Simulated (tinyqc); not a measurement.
Classical nucleation, growth and JMAK kinetics of crystallisation from a melt or glass: one step, computed by the program tinyqc. Command: `OMP_NUM_THREADS=1 python tinyqc.py 3028758 3028759 out.jsonl nucl walk`. One thread of a shared host (Intel(R) Xeon(R) Processor @ 2.30GHz), about 0.01 s of CPU time with the checks.

A spherical nucleus with a sharp interface of isotropic energy gamma; lambda = Omega^(1/3) is the jump distance.

Task: Fraction transformed and grain size. JMAK with steady nucleation and growth, nuclei spread at random: extended fraction X_e = (pi/3) I u^3 t^4, X = 1 - exp(-X_e); t_X = [-3 ln(1 - X)/(pi I u^3)]^(1/4); final grains per volume = Gamma(5/4) (3/pi)^(1/4) (I/u)^(3/4), Gamma(5/4) = 0.9064024771. Grain size = (grains per volume)^(-1/3).

Inputs (values chosen for the exercise, for a model substance): temperature T = 585 K; time t = 0.00085 s.

Nucleation: homogeneous. Driving force: Turnbull (linear).

nucleation rate I = 3.327766e+27 1/(m^3 s)

growth velocity u = 1.027188 m/s

Give: extended fraction; fraction X at t; half time t_0.5; grains per volume; grain size.

Result:

extended fraction = 1.9715e+15

fraction X at t = 1

half time t_0.5 = 1.1639e-07 s

grains per volume = 3.8476e+20 1/m^3

grain size = 0.13749 micrometre

t is 7300 half times: the change is complete.
